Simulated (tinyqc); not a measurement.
# From Mott density back to dielectric constant eps

Model: hydrogenic impurity: series, fields, screening, photoionisation and donor-acceptor pairs. Computed by tinyqc, a small Python program. Command: `OMP_NUM_THREADS=1 python tinyqc.py 3008002 3008003 out.jsonl hydrogenic inv`. One thread of a shared host (Intel(R) Xeon(R) Processor @ 2.30GHz), about 0.02 s of CPU time with the checks.

One isotropic, parabolic band. Effective units: Ry* and a*, in which H = -nabla^2 - 2/r.

Inputs (values chosen for the exercise, for a model semiconductor): electron mass m = 0.255 m_0; donor density N = 4.6e+15 cm^-3.

Parts treated: magnetic field and photoionisation.

Constants: Ry = 13.605693123 eV; a_0 = 0.529177210903 angstrom; h x 1 THz = 4.135667696 meV.

Method. Ry* = Ry m/eps^2, a* = a_0 eps/m; level n is bound by Ry*/n^2; <r> = (3/2) a* in 1s; lines 1s -> np at Ry* (1 - 1/n^2); 1 THz = 4.135667696 meV. Wigner-Seitz radius r_s = (3/(4 pi N))^(1/3); Mott criterion N_c^(1/3) a* = 0.26; overlap of two 1s orbitals at distance d: S = exp(-x)(1 + x + x^2/3), x = d/a*, with d = N^(-1/3).

Question. A run gave the result below. Find the dielectric constant eps, known to lie between 11 and 36.

Mott density = 3.172559e+17 cm^-3

Answer.

Each step takes the trial c = (a f_b - b f_a)/(f_b - f_a), f being the result less the target and a, b, c the logarithms of the listed values; c replaces end b, the old b replaces a if the sign of f changed, and otherwise f_a is halved.

Scan of the range:
```
dielectric constant eps  Mott density (cm^-3)
11.0                              1.47761e+18
13.4                              8.17378e+17
16.3                              4.54124e+17
19.9                              2.49562e+17
24.2                              1.38769e+17
29.5                              7.66075e+16
36.0                              4.21531e+16
```

False position (Illinois rule, in the logarithm of the input) inside the bracket:
```
step    end a    end b    trial  Mott density (cm^-3)
1     16.3000  19.9000  18.6283           3.04240e+17
2     16.3000  18.6283  18.2351           3.24351e+17
3     18.6283  18.2351  18.3728           3.17108e+17
4     18.2351  18.3728  18.3700           3.17254e+17
5     18.2351  18.3700  18.3700           3.17257e+17
6     18.3700  18.3700  18.3700           3.17256e+17
```

Mott density falls at every point of a 13-point scan of the range (every second point is shown), so one value fits; it is bracketed by 16.3 and 19.9. The scan shows a pure power law with exponent -3.000, so scaling from any one row also gives the answer directly. Answer: dielectric constant eps = 18.37.
